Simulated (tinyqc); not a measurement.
Chemically amplified photoresist: aerial image, acid generation, bake, development and line width: one step, computed by the program tinyqc.

Lines and spaces of pitch p with a two-beam-like image; x = 0 is the middle of the bright space. The resist is positive and treated as uniform in depth.

Question. Acid image and its blur. Dose E(x) = E [1 + c cos(2 pi x/p)]; acid h = 1 - exp(-C E(x)). Bake: the acid image is blurred by a Gaussian of variance sigma^2 = 2 D t (each Fourier term k of h, taken on 64 points, is multiplied by exp(-4 pi^2 k^2 D t/p^2)). Cosine coefficients: h(x) = sum_k h_k cos(2 pi k x/p).

Inputs (values chosen for the exercise, for a model resist at 13.5 nm):
```
quantity,value,unit
pitch p,28,nm
image contrast c,0.62,-
mean dose E,5.37,mJ/cm^2
Dill parameter C,0.037,cm^2/mJ
acid diffusivity D,0.026,nm^2/s
bake time t,45,s
```

Give: diffusion length sigma = sqrt(2 D t); h_0 to h_4 before the bake; h_0 to h_4 after the blur; blur factor of the first harmonic.

Answer.

diffusion length sigma = sqrt(2 D t) = 1.530 nm

h_0 to h_4 before the bake: [0.1771, 0.1012, -0.0031, 0.0001, 0.0000]

h_0 to h_4 after the blur: [0.1771, 0.0954, -0.0025, 0.0000, 0.0000]

blur factor of the first harmonic = 0.9428

sigma/p = 0.055; the blur keeps 94 % of the modulation.
